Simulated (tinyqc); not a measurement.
Adding atomic layers: valley splitting of a silicon quantum well in envelope theory.

The well lies at 0 < z < L; U(z) = V0 [1/(1 + exp(z/w)) + 1/(1 + exp((L - z)/w))] - e F z, 1 mV/nm = 1e-4 eV/angstrom. The envelope psi solves -(c/ml) psi'' + U psi = E psi, c = hbar^2/2m0, by three-point differences on a grid of 0.1 angstrom from -40 to L + 40 angstrom. The two valleys at +/- k0 couple through D = C0 times the integral of exp(-i q z) U(z) psi^2, q = 2 k0 (2 pi/a), and split by Ev = 2|D|.

Constants: hbar^2/2m0 = 3.80998211 eV angstrom^2.

Values chosen for the exercise (near those of a strained Si well in SiGe; shifted at random, so the results belong to these values and not to a real crystal):
- V0 = 0.17 eV (conduction offset)
- ml = 0.904 m0 (mass along z)
- F = 11 mV/nm (field pressing towards the upper interface)
- k0 = 0.835 2 pi/a (valley position)
- a = 5.431 angstrom (lattice constant)
- C0 = 0.248 (Bloch overlap factor)
- Ls = (50, 51.4, 52.7, 54.1, 55.4, 56.8, 58.1, 59.5) angstrom (widths in steps of one atomic layer, a/4, rounded to the grid)
- F2 = 0.5 mV/nm (second field, zero or weak)
- w1 = 0.7 angstrom (interface width for this table)

The smooth splitting Ev = 2|D| with w = w1, at the field F2 and at F.

Results:
```
L (angstrom)  q L mod 2 pi  Ev at F2 (micro-eV)  Ev at F (micro-eV)
50.0                  2.35                 8.61                35.7
51.4                  5.06                 22.7                38.9
52.7                  1.29                 4.20                35.3
54.1                  3.99                 18.5                37.3
55.4                  0.22                 12.5                36.1
56.8                  2.93                 10.6                35.7
58.1                  5.44                 15.9                36.4
59.5                  1.86                 2.20                35.1
```

What does the comparison show, and why?

At F2 the splitting swings between 2.2 and 22.7 micro-eV, a ratio of 10.3, as the two interfaces add with the phase q L, which advances on average by 2.62 rad a layer. At F the ratio is 1.11, where in the first row psi^2 at the upper interface is 16.1 times that at the lower one: one interface dominates and the interference fades.

(tinyqc, `OMP_NUM_THREADS=1 python tinyqc.py 1251283 1251284 out.jsonl`, Intel(R) Xeon(R) Processor @ 2.30GHz, 1 thread, shared host, about 0.06 s.)
